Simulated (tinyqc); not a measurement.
Inside a calculation. Method: ROHF in the sto-6g basis, for BeH, spin multiplicity 2. One step of it, computed by the program tinyqc.

Problem. Orthogonalisation. S = U s U^T; symmetric (Loewdin) form X = U s^(-1/2) U^T, so that X^T S X = 1.

overlap S, order 1Be 1s, 1Be 2s, 1Be 2px, 1Be 2py, 1Be 2pz, 2H 1s:
```
[[1.000000, 0.254764, 0.000000, 0.000000, 0.000000, 0.004335],
 [0.254764, 1.000000, 0.000000, 0.000000, 0.000000, 0.113646],
 [0.000000, 0.000000, 1.000000, 0.000000, 0.000000, 0.000000],
 [0.000000, 0.000000, 0.000000, 1.000000, 0.000000, 0.000000],
 [0.000000, 0.000000, 0.000000, 0.000000, 1.000000, 0.161882],
 [0.004335, 0.113646, 0.000000, 0.000000, 0.161882, 1.000000]]
```

Give: eigenvalues of S; X.

Solution.

eigenvalues of S: [0.713, 0.855, 1.000, 1.000, 1.141, 1.291]

X, order 1Be 1s, 1Be 2s, 1Be 2px, 1Be 2py, 1Be 2pz, 2H 1s:
```
[[1.026, -0.134, 0.000, 0.000, -0.001, 0.009],
 [-0.134, 1.031, 0.000, 0.000, 0.007, -0.060],
 [0.000, 0.000, 1.000, 0.000, 0.000, 0.000],
 [0.000, 0.000, 0.000, 1.000, 0.000, 0.000],
 [-0.001, 0.007, 0.000, 0.000, 1.010, -0.083],
 [0.009, -0.060, 0.000, 0.000, -0.083, 1.015]]
```
